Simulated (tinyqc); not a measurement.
Minority carriers and saturation current of a heavily doped emitter: one step of the calculation.

n-type, parabolic bands, full ionisation. eta = (EF - Ec)/kB T solves N = Nc F12(eta), F12(x) = (2/sqrt(pi)) int_0^infinity sqrt(u)/(1 + exp(u - x)) du. The gap shrinks rigidly by dEg = a3 y^(1/3) + a4 y^(1/4) + a2 y^(1/2), y = N/1e18 cm^-3, an empirical law that is here taken as the true narrowing.

Question. Saturation current. 1/tau = Cn N^2 + 1/ts, D = mup Vt, L = sqrt(D tau); J0 = (q p0 D/L)(s + tanh(W/L))/(1 + s tanh(W/L)), s = S L/D; the share recombining inside is 1 - 1/[cosh(W/L)(1 + tanh(W/L)/s)].

Inputs (values chosen for the exercise); band and dielectric values those of a made-up semiconductor: temperature T = 250 K; ionised donor density N = 2e19 cm^-3; minority-hole mobility mup = 150 cm^2/(V s); Auger coefficient Cn = 2.3e-31 cm^6/s; defect lifetime ts = 5.4 us; emitter width W = 47 nm; recombination velocity at the contact S = 2.2e6 cm/s.

Constants: q = 1.602176634e-19 C, kB = 1.380649e-23 J/K, Vt = kB T/q. Results are converted to the units shown.

p0 = 8.7536974e-9 cm^-3

Give: tau; L; s; J0; share recombining inside.

Answer.

tau = 10.85 ns
L = 1872 nm
s = 127.5
J0 = 7.349e-7 fA/cm^2
share recombining inside = 0.05118 %

The emitter is transparent: most holes reach the contact.

Range of the model: Band tails, non-parabolic bands and incomplete ionisation are left out.

Program tinyqc, `OMP_NUM_THREADS=1 python tinyqc.py 2330017 2330018 out.jsonl`; Intel Xeon 2.30GHz, shared host, one thread, about 0.01 s.
